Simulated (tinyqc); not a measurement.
When the band splits: coherent potential approximation for a binary alloy with a semi-elliptic band.

Site levels eA = -x d (share 1 - x) and eB = (1 - x) d (share x), so that their mean, the virtual crystal, is 0. Pure band: G0(z) = 2 (z - sqrt(z - W) sqrt(z + W))/W^2 with principal roots, density -Im G/pi per site. The medium has a self-energy S(z), G = G0(z - S), z = E + i eta. t_i = (e_i - S)/(1 - (e_i - S) G); the CPA demands <t> = (1 - x) tA + x tB = 0. Iteration: start at S = 0, set S(new) = S + <t>/(1 + <t> G), stop when |<t>| < 1e-9 eV.

Inputs chosen for the exercise:
```
symbol  value  unit  meaning
W       2.1    eV    half width of the pure band
x       0.09         fraction of B
eta     0.042  eV    broadening
```

x as given, d varied, eta as given. The density is taken at E = (eA + eB)/2 and at E = eA + eB = (1 - 2x) d, where S has its pole for well split bands; a gap shows as a density of the size of the broadening tail.

Between the two levels:
```
d/W  d (eV)  density at the midpoint (1/eV)  density at (1 - 2x) d (1/eV)  Im S at the midpoint (eV)
0.2    0.42                          0.2943                        0.2911                     -0.013
0.4    0.84                          0.2863                        0.2722                     -0.045
0.6    1.26                          0.2743                        0.2374                     -0.080
0.8    1.68                          0.2590                        0.1778                     -0.108
1.0    2.10                          0.2401                        0.0450                     -0.123
1.2    2.52                          0.2164                        0.0154                     -0.127
1.5    3.15                          0.1671                        0.0194                     -0.113
2.0    4.20                          0.0118                        0.0179                     -0.021
```

The midpoint density falls from 0.294 to 0.0118 1/eV; it first drops below a tenth of the pure peak (0.030) at d/W = 2. At (1 - 2x) d the density drops below that mark at d/W = 1.2, so the bands have parted by then (this mark lags the true splitting), and is least, 0.0154, at d/W = 1.2; it rises again beyond, as for small x that energy nears the band of the B atoms. For x = 1/2 the two coincide and the band splits at d = W exactly; here x = 0.09. The size of Im Sigma at the midpoint is largest at d/W = 1.2. It is a lifetime only where the density there is finite; for well separated bands, d/W above 1/(2 sqrt(x (1 - x))), S has a pole in the gap at (1 - 2x) d.

Run: tinyqc, `OMP_NUM_THREADS=1 python tinyqc.py 1452414 1452415 out.jsonl`; Intel(R) Xeon(R) Processor @ 2.30GHz, one thread, shared host; about 0.01 s of CPU time with all checks.
